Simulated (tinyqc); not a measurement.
Inside a calculation. Method: plane-wave Kohn-Sham cycle with exchange-only LDA in a layered model solid. One step of it, computed by the program tinyqc.

Task: Iteration 1: potential. V_H(G) = 4 pi rho(G)/G^2 for G != 0 (uniform background); v_x = -(3 rho/pi)^(1/3); V = V_ext + V_H + v_x; Fourier components f(G_m) = (1/N) sum_j f(x_j) exp(-i G_m x_j).

A solid whose potential varies along x alone (atomic units):
```
parameter                      value
period a                   12.600000
cross-section of the cell  12.000000
electrons per cell                 2
grid points                       16
plane waves -n..n, n               3
k points                           2
V1 in V1 cos(2 pi x/a)     -0.490000
```

density at the start, on the grid x_j = j a/N (e/bohr^3): [0.01322751, 0.01322751, 0.01322751, 0.01322751, 0.01322751, 0.01322751, 0.01322751, 0.01322751, 0.01322751, 0.01322751, 0.01322751, 0.01322751, 0.01322751, 0.01322751, 0.01322751, 0.01322751]

Give: Potentials on the grid; V(G_m), m = 0, 1, 2, ....

Result:

Potentials on the grid (hartree):
```
x          V_ext     V_H      v_x        V
0.0000   -0.4900  0.0000  -0.2329  -0.7229
0.7875   -0.4527  0.0000  -0.2329  -0.6856
1.5750   -0.3465  0.0000  -0.2329  -0.5794
2.3625   -0.1875  0.0000  -0.2329  -0.4204
3.1500         0  0.0000  -0.2329  -0.2329
3.9375    0.1875  0.0000  -0.2329  -0.0454
4.7250    0.3465  0.0000  -0.2329   0.1136
5.5125    0.4527  0.0000  -0.2329   0.2198
6.3000    0.4900  0.0000  -0.2329   0.2571
7.0875    0.4527  0.0000  -0.2329   0.2198
7.8750    0.3465  0.0000  -0.2329   0.1136
8.6625    0.1875  0.0000  -0.2329  -0.0454
9.4500         0  0.0000  -0.2329  -0.2329
10.2375  -0.1875  0.0000  -0.2329  -0.4204
11.0250  -0.3465  0.0000  -0.2329  -0.5794
11.8125  -0.4527  0.0000  -0.2329  -0.6856
```

V(G_m), m = 0, 1, 2, ... (hartree): [-0.2329, -0.2450, 0.0000, 0.0000, 0.0000, 0.0000, 0.0000]
